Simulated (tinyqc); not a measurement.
Plane-averaged potentials: correction of a charged-defect supercell by a model charge and potential alignment (plane-averaged potentials). Computed by tinyqc, a small Python program. Command: `OMP_NUM_THREADS=1 python tinyqc.py 3111913 3111914 out.jsonl align walk`. One thread of a shared host (Intel(R) Xeon(R) Processor @ 2.30GHz), about 0.01 s of CPU time with the checks.

The "true" defect charge is (1 - x) q in a Gaussian of width sigma plus x q in one of width sigma_t, so the exact answer is known; the correction sees only a single model Gaussian of width sigma_m. A Gaussian of width s has the transform rho(G) = exp(-G^2 s^2/2), normalised to 1. A uniform background cancels q, so G = 0 is left out. Potentials are those felt by a unit positive charge. E_0 is the formation energy of the isolated defect, E_cell its value in the supercell, E_lat = E_iso - E_per of the model charge, C the true less the model potential far from the defect; the exact correction is E_0 - E_cell, and the error of a scheme is E_cell plus its correction less E_0.

Inputs (values chosen for the exercise, with screening close to that of SiO2):

| quantity | value | unit |
|---|---|---|
| defect charge q | 2 | e |
| dielectric constant eps | 4.04 | - |
| edge of the cubic cell L | 13.4 | angstrom |
| width sigma of the true defect charge | 1 | angstrom |
| width sigma_m of the model charge | 0.9 | angstrom |
| share x of the charge in a wide tail | 0.26 | - |
| width sigma_t of the tail | 1.8 | angstrom |

Constants: e^2/(4 pi eps_0) = 14.39964548 eV angstrom.

Method. Plane-averaged potential at distance z from the defect: V(z) = (4 pi q/(eps L^3)) (e^2/(4 pi eps_0 e)) sum_(m != 0) rho(G_m) cos(G_m z)/G_m^2, G_m = 2 pi m/L, |m| <= 40.

Potentials (V):

| z/L | z (angstrom) | true | model | difference |
|---|---|---|---|---|
| 0.00 | 0.00 | 0.34612 | 0.39304 | -0.046922 |
| 0.05 | 0.67 | 0.31622 | 0.35394 | -0.037711 |
| 0.10 | 1.34 | 0.23937 | 0.25784 | -0.018474 |
| 0.15 | 2.01 | 0.14182 | 0.14400 | -0.002179 |
| 0.20 | 2.68 | 0.04430 | 0.03718 | 0.007128 |
| 0.25 | 3.35 | -0.04307 | -0.05457 | 0.011497 |
| 0.30 | 4.02 | -0.11643 | -0.12977 | 0.013339 |
| 0.35 | 4.69 | -0.17422 | -0.18826 | 0.014042 |
| 0.40 | 5.36 | -0.21576 | -0.23004 | 0.014282 |
| 0.45 | 6.03 | -0.24076 | -0.25511 | 0.014353 |
| 0.50 | 6.70 | -0.24910 | -0.26347 | 0.014367 |

What does the comparison show, and why?

The difference moves by 0.09 mV between z/L = 0.4 and 0.5: a plateau.
